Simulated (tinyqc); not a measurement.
Thresholds of impact ionisation and Auger recombination from band masses: sweeps and comparisons. A value that a table varies takes the place of the one given here.

Parabolic bands, no phonon. At threshold the three slow carriers share one velocity. With M their total mass and m4 the mass of the fast carrier, the fast carrier has the kinetic energy E_T = G M/(M - m4) and the slow ones together E_a = G m4/(M - m4), the activation energy of the Auger rate. CCCH (fast electron): G = Eg, M = 2 me + mh, m4 = me. CHHS (hole into the split-off band): G = Eg - Dso, M = 2 mh + me, m4 = ms; this form holds for Eg > Dso (below, the process needs about Dso - Eg and is marked by a dash). CHHL (hole into the light band): G = Eg, M = 2 mh + me, m4 = ml. CHHH (fast heavy hole): G = Eg, M = 2 mh + me, m4 = mh.

Non-parabolic fast electron: E (1 + alpha E) = c k^2/me with alpha = (1 - me)^2/Eg; the slow carriers stay parabolic, so E_T = Eg + me E_T (1 + alpha E_T)/M, M = 2 me + mh (the root between Eg and 1.9 Eg).

Constants: kB = 8.617333262e-05 eV/K; hc = 1239.841984 eV nm.

Values chosen for the exercise (near those of InSb, gap at low temperature and not tied to T; shifted at random, so the results belong to these values and not to a real crystal):
- Eg = 0.239 eV (gap at Gamma to the s-like level)
- Dso = 0.798 eV (spin-orbit splitting)
- me = 0.0136 m0 (electron mass at Gamma)
- mh = 0.43 m0 (heavy-hole mass)
- ms = 0.118 m0 (split-off mass)
- ml = 0.0153 m0 (light-hole mass)
- T = 250 K (temperature)

## The gap of an alloy series

Eg is varied with me and ml proportional to it; mh, ms and Dso are kept. E_a of three processes; wavelength hc/Eg.

Results:
```
Eg (eV)  wavelength (micrometre)      me  CCCH (meV)  CCCH non-parabolic (meV)  CHHS (meV)  CHHL (meV)  log10 exp(-E_a/kT), non-parabolic
0.072                      17.22  0.0041         0.7                       1.4           -         0.4                              -0.03
0.120                      10.33  0.0068         1.9                       3.8           -         1.1                              -0.08
0.179                       6.93  0.0102         4.1                       8.6           -         2.4                              -0.17
0.239                       5.19  0.0136         7.3                      15.4           -         4.3                              -0.31
0.299                       4.15  0.0170        11.4                      24.2           -         6.7                              -0.49
0.382                       3.25  0.0217        18.4                      39.8           -        10.9                              -0.80
0.478                       2.59  0.0272        28.4                      62.9           -        17.1                              -1.27
```

E_a of CCCH goes nearly as Eg^2 (power 1.97 over the table), as both G and me grow; the non-parabolic value goes with the power 2.02, and its Boltzmann factor spans 1.2 decades; rows with E_a far above kT are formal, since phonon-assisted processes and side valleys rule there. All rows have Eg below Dso = 0.798 eV; the nearest is 0.32 eV from the CHHS resonance.

## The mass ratio

mu = me/mh is varied; thresholds in units of Eg for ionisation started by an electron, (1 + 2 mu)/(1 + mu), and by a heavy hole, (2 + mu)/(1 + mu).

Results:
```
mu     electron (Eg)  hole (Eg)  electron (eV)  hole (eV)
0.032         1.0310     1.9690          0.246      0.471
0.065         1.0610     1.9390          0.254      0.463
0.110         1.0991     1.9009          0.263      0.454
0.150         1.1304     1.8696          0.270      0.447
0.630         1.3865     1.6135          0.331      0.386
1.000         1.5000     1.5000          0.358      0.358
1.700         1.6296     1.3704          0.389      0.328
```

The two thresholds add up to 3 Eg in every row and are equal, 3/2 Eg, at mu = 1. The lighter carrier has the lower threshold; in the first row the two differ by 0.224 eV, which would favour one carrier in avalanche multiplication. Real ionisation rates depend on the whole band structure and can be nearly equal although the edge masses differ.

## What each parameter does

Activation energies. Each row changes one parameter from the base and keeps the others.

Results:
```
case             CCCH (meV)  CCCH non-parabolic (meV)  CHHL (meV)
base                   7.33                     15.41        4.26
Eg = 0.2151 eV         6.59                     13.86        3.83
Dso = 0.8778 eV        7.33                     15.41        4.26
me = 0.015 m0          8.06                     17.03        4.25
mh = 0.473 m0          6.68                     13.96        3.87
ms = 0.1298 m0         7.33                     15.41        4.26
ml = 0.0168 m0         7.33                     15.41        4.69
```

The largest shifts from the base row, up to three for each result and ties (the steps differ in size, so this ranks the rows, not the parameters). CCCH (meV): Eg -0.73, me +0.73, mh -0.65; unchanged at the printed digits by Dso, ms and ml. CCCH non-parabolic (meV): me +1.62, Eg -1.54, mh -1.44; unchanged at the printed digits by Dso, ms and ml. CHHL (meV): Eg -0.43, ml +0.43, mh -0.39; unchanged at the printed digits by Dso and ms.

Run: tinyqc, `OMP_NUM_THREADS=1 python tinyqc.py 1851185 1851186 out.jsonl`; Intel(R) Xeon(R) Processor @ 2.30GHz, one thread, shared host; about 0.01 s of CPU time with all checks.
